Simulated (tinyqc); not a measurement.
# One electron in a tunnel-coupled double dot: charge qubit, sensing and quantum capacitance: what changes with what

Basis (left, right), H = [[ep/2, tc], [tc, -ep/2]], splitting Om = sqrt(ep^2 + 4 tc^2), ep = al times the gate voltage. In equilibrium the electron is on the right with the chance P_R = [1 + (ep/Om) tanh(Om/2 kB T)]/2.

Parameters, values chosen for the exercise: tunnel coupling tc = 5.6 ueV; electron temperature T = 0.089 K; lever arm of the gate on the detuning al = 0.5 eV/V; resonator frequency f0 = 418 MHz; deviation of quasi-static detuning noise se = 1.5 ueV.

Constants: q = 1.602176634e-19 C, kB = 1.380649e-23 J/K, hbar = 1.054571817e-34 J s, h = 6.62607015e-34 J s, Vt = kB T/q. Results are converted to the units shown.

Each table varies one quantity; the others keep the values above.

## Line shape against detuning

q^2 al^2 dP_R/d(ep) splits into Cq = q^2 al^2 (2 tc^2/Om^3) tanh(Om/2 kB T) and Ct = q^2 al^2 (ep/Om)^2/(4 kB T cosh^2(Om/2 kB T)); Ct appears only if relaxation is faster than the drive. A resonator of frequency f0, capacitance Cp and quality factor Q shifts by df = -f0 Cq/(2 Cp) and its phase by -2 Q Cq/Cp. A Ct of 0 means below 1e-6 aF.

Line shape against detuning:

| ep (ueV) | Om (ueV) | P_R | Cq (aF) | Ct (aF) |
|---|---|---|---|---|
| 0 | 11.200 | 0.50000 | 1114.3 | 0 |
| 5.4 | 12.434 | 0.64547 | 875.53 | 135.74 |
| 10.7 | 15.490 | 0.76446 | 517.59 | 257.76 |
| 16.1 | 19.612 | 0.85139 | 285.10 | 234.98 |
| 21.5 | 24.242 | 0.90738 | 161.99 | 160.25 |
| 26.8 | 29.046 | 0.94089 | 97.973 | 96.323 |
| 32.2 | 34.092 | 0.96129 | 61.929 | 53.410 |
| 37.6 | 39.233 | 0.97347 | 41.105 | 28.455 |
| 42.9 | 44.338 | 0.98081 | 28.645 | 14.992 |
| 48.3 | 49.582 | 0.98556 | 20.547 | 7.6940 |
| 53.7 | 54.856 | 0.98870 | 15.196 | 3.9122 |

Read the table: what changes, and by how much?

Cq falls from 1110 to 15.2 aF, and Ct goes from 0 through a maximum of 258 (at ep = 10.7 ueV among the rows listed) to 3.91 aF. Among the rows listed Ct reaches at most 23.1 % of the peak of Cq, with tc/kB T = 0.73: heat populates the upper level, lowers Cq and adds side lobes.

## Peak signal against tunnel coupling

At ep = 0: q^2 al^2 dP_R/d(ep) splits into Cq = q^2 al^2 (2 tc^2/Om^3) tanh(Om/2 kB T) and Ct = q^2 al^2 (ep/Om)^2/(4 kB T cosh^2(Om/2 kB T)); Ct appears only if relaxation is faster than the drive. The slope dP_R/d(ep) there is tanh(tc/kB T)/(4 tc).

Result of one run:

| tc (ueV) | tc/kB T | Cq (aF) | slope (1/ueV) | 2 tc/h (GHz) |
|---|---|---|---|---|
| 1.3 | 0.16950 | 1293.3 | 0.032288 | 0.62868 |

What becomes of these results when the tunnel coupling tc is changed from 1.3 to 5 ueV, all else the same?

Result of the changed run:

| tc (ueV) | tc/kB T | Cq (aF) | slope (1/ueV) | 2 tc/h (GHz) |
|---|---|---|---|---|
| 5 | 0.65194 | 1147.5 | 0.028649 | 2.4180 |

The whole series:

| tc (ueV) | tc/kB T | Cq (aF) | slope (1/ueV) | 2 tc/h (GHz) |
|---|---|---|---|---|
| 0.65 | 0.084752 | 1302.5 | 0.032519 | 0.31434 |
| 1.3 | 0.16950 | 1293.3 | 0.032288 | 0.62868 |
| 2.5 | 0.32597 | 1261.3 | 0.031489 | 1.2090 |
| 5 | 0.65194 | 1147.5 | 0.028649 | 2.4180 |
| 9.8 | 1.2778 | 874.55 | 0.021834 | 4.7393 |
| 19 | 2.4774 | 519.65 | 0.012974 | 9.1884 |
| 38 | 4.9547 | 263.49 | 0.0065783 | 18.377 |
| 76 | 9.9095 | 131.76 | 0.0032895 | 36.753 |
| 150 | 19.558 | 66.757 | 0.0016667 | 72.540 |

The peak Cq falls from 1300 to 66.8 aF: it levels off at q^2 al^2/(4 kB T) = 1310 aF for weak coupling and goes as tc^(-1.00) between the last two rows. Below tc of about kB T the slope measures temperature rather than coupling. For tc = 0.65, 1.3, 2.5 2 tc/h is less than three times the drive frequency f0, so the electron cannot follow adiabatically.

## Coherence against detuning

Noise in ep shifts Om by (ep/Om) d + (2 tc^2/Om^3) d^2. For Gaussian d of deviation se the spread of Om is sqrt[(ep se/Om)^2 + 2 (2 tc^2 se^2/Om^3)^2], and T2* is estimated as sqrt(2) hbar/spread; Om T2*/h counts the oscillations within T2*.

Results:

| ep (ueV) | Om (ueV) | T2* (ns) | oscillations within T2* |
|---|---|---|---|
| 0 | 11.20 | 6.553 | 17.75 |
| 0.28 | 11.20 | 6.341 | 17.18 |
| 0.56 | 11.21 | 5.813 | 15.76 |
| 2.2 | 11.41 | 2.920 | 8.060 |
| 4.5 | 12.07 | 1.631 | 4.761 |
| 8.4 | 14.00 | 1.031 | 3.490 |
| 17 | 20.36 | 0.7430 | 3.657 |
| 34 | 35.80 | 0.6534 | 5.655 |

Estimate the missing row, ep = 1.1 ueV.

Computed row:

| ep (ueV) | Om (ueV) | T2* (ns) | oscillations within T2* |
|---|---|---|---|
| 1.1 | 11.25 | 4.591 | 12.49 |

With this row back in the table: T2* falls from 6.55 to 0.653 ns, towards sqrt(2) hbar/se = 0.621 ns far from the anticrossing; the first row is 10.0 times the last. First and second order are equal near ep = sqrt(2) se/2 = 1.06 ueV.

Program tinyqc, `OMP_NUM_THREADS=1 python tinyqc.py 2470027 2470028 out.jsonl`; Intel Xeon 2.30GHz, shared host, one thread, about 0.01 s.
